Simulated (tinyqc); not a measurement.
Inside a calculation: conductance of a narrow metal strip with scatterers (square lattice, Green functions). Values are carried at full precision from step to step, so a last printed digit may differ when a step is redone from the rounded ones.

A strip of W sites across with hard walls, site energy 0 and hopping -t. Mode n = 1 to W has profile chi_n(j) = sqrt(2/(W + 1)) sin(n j pi/(W + 1)) and energy en = -2t cos(n pi/(W + 1)); E = en - 2t cos(kn a). With z_n = exp(i kn a) (Im k > 0 for closed modes, |z| < 1) each lead gives the self-energy -t z_n in mode n. One column carries the site energies v, here one foreign atom. In the mode basis V_nm = sum_j chi_n(j) v_j chi_m(j), G = (E - en + 2 t z_n - V)^-1, and t_nm = 2t sqrt(sin(kn a) sin(km a)) G_nm in size for open modes. T = sum |t_nm|^2, conductance (2e^2/h) T.

Constants: e^2/h = 3.874045865e-05 S.

Values chosen for the exercise (hopping and spacing of the size met in Cu or Al; the lattice is a model; not measured data): t = 1.95 eV (hopping); a = 2.78 angstrom (spacing); W = 3 (sites across); E = 0.41 eV (Fermi energy); v = (0, 0, 7.6) eV (site energies in the scattering column).

## Modes at the Fermi energy

For each n: en, cos(kn a) = (en - E)/(2t), z_n and the velocity 2 t a sin(kn a) (zero if closed).

Modes:
```
n  en (eV)  cos(k a)                  z  dE/dk (eV angstrom)
1  -2.7577  -0.81223  -0.81223+0.58333i               6.3245
2   0.0000  -0.10513  -0.10513+0.99446i              10.7819
3   2.7577   0.60198   0.60198+0.79851i               8.6575
```

3 of 3 modes are open, so the clean strip has a resistance of 4302 ohm, whatever its length.

## The scatterer in the mode basis

Form V_nm.

V (eV), rows n=1, n=2, n=3 and columns alike:
```
[[1.9000, -2.6870, 1.9000],
 [-2.6870, 3.8000, -2.6870],
 [1.9000, -2.6870, 1.9000]]
```

A single site couples every mode that has amplitude on it.

## Green function and transmission

E - en + 2 t z_n = 2t (z_n - cos(kn a)). Invert, form |t_nm|^2 = (2t)^2 Im(z_n) Im(z_m) |G_nm|^2 and sum. The added resistance is 1/(2 (e^2/h) T) less the same for the clean strip.

G (1/eV), rows n=1, n=2, n=3 and columns alike:
```
[[-0.0534-0.3102i, 0.0443-0.1073i, -0.0390+0.0945i],
 [0.0443-0.1073i, -0.0367-0.1688i, 0.0323-0.0784i],
 [-0.0390+0.0945i, 0.0323-0.0784i, -0.0285-0.2521i]]
```

|t_nm|^2, rows n=1, n=2, n=3 and columns alike:
```
[[0.5127, 0.1189, 0.0741],
 [0.1189, 0.4489, 0.0869],
 [0.0741, 0.0869, 0.6241]]
```

T = 2.1453
added resistance = 1714 ohm

Mode 2 passes least (0.655) and mode 3 most (0.785); 26.1 % of the transmitted flux changes mode.

## Checks

- Transmitted plus reflected flux against the number of open modes: both 3.00000.

(tinyqc, `OMP_NUM_THREADS=1 python tinyqc.py 1481541 1481542 out.jsonl`, Intel(R) Xeon(R) Processor @ 2.30GHz, 1 thread, shared host, about 0.01 s.)
